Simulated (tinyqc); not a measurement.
Octagonal on-chip spiral inductor, lumped pi model: two steps of the calculation.

Outer diameter do = di + 2 n wd + 2 (n - 1) sp, mean da = (do + di)/2, fill p = (do - di)/(do + di), length l = 3.314 n da. L = 2.25 mu0 n^2 da/(1 + 3.55 p), mu0 = 4 pi 1e-7 H/m. Rs = rho l/(wd delta (1 - exp(-th/delta))), delta = sqrt(rho/(pi f mu0)). Cs = n wd^2 eps0 eo/hu across the coil. At each end Cox = l wd eps0 eo/(2 ho) leads to the substrate branch Rsi = 2 rs he/(l wd) in parallel with Csi = l wd eps0 11.7/(2 he). With one end grounded Y = 1/(Rs + i w L) + i w Cs + 1/[1/(i w Cox) + 1/(1/Rsi + i w Csi)], w = 2 pi f; Q = -Im Y/Re Y. Eddy currents in neighbouring turns and in the substrate are left out.

Inputs (values chosen for the exercise); values of the order met in silicon radio-frequency processes: number of turns n = 3.5; line width wd = 6 um; space between turns sp = 2 um; inner diameter di = 80 um; metal thickness th = 4 um; metal resistivity rho = 3 uohm cm; oxide below the coil ho = 7.7 um; oxide between coil and underpass hu = 1.1 um; relative permittivity of the oxide eo = 4.1; substrate resistivity rs = 1 ohm cm; effective spreading depth in the substrate he = 30 um; frequency f = 7.1 GHz.

Constants: eps0 = 8.8541878128e-12 F/m. Results are converted to the units shown.

Question 1. Geometry and model elements. do, l, L, delta, Rs, Cs, Cox, Rsi and Csi as defined.

Wanted: do; l; L; delta; Rs; Cs; Cox; Rsi; Csi.

Answer 1.

do = 132.00 um
l = 1229.5 um
L = 1.9625 nH
delta = 1.0346 um
Rs = 6.0692 ohm
Cs = 4.1582 fF
Cox = 17.390 fF
Rsi = 81.334 ohm
Csi = 12.737 fF

Question 2. Admittance, quality factor and apparent inductance. Series branch 1/(Rs + i w L), substrate branch, total Y, Q = -Im Y/Re Y, apparent inductance Im(1/Y)/w, metal-only value w L/Rs, share of the loss in the substrate Re(substrate branch)/Re Y.

L = 1.9625353 nH
Rs = 6.0692154 ohm
Cs = 4.1582486 fF
Cox = 17.389597 fF
Rsi = 81.334272 ohm
Csi = 12.736820 fF

Wanted: series branch; substrate branch; Y; Q; apparent inductance; w L/Rs; share of the loss in the substrate.

Answer 2.

series branch = 0.79-11.37i mS
substrate branch = 0.0484+0.7705i mS
Y = 0.84-10.41i mS
Q = 12.45
apparent inductance = 2.139 nH
w L/Rs = 14.43
share of the loss in the substrate = 5.783 %

Q is 86.3 % of the metal-only value.

Computed by the program tinyqc: `OMP_NUM_THREADS=1 python tinyqc.py 2302238 2302239 out.jsonl`, one thread of a shared Intel Xeon 2.30GHz, about 0.01 s for the whole run.
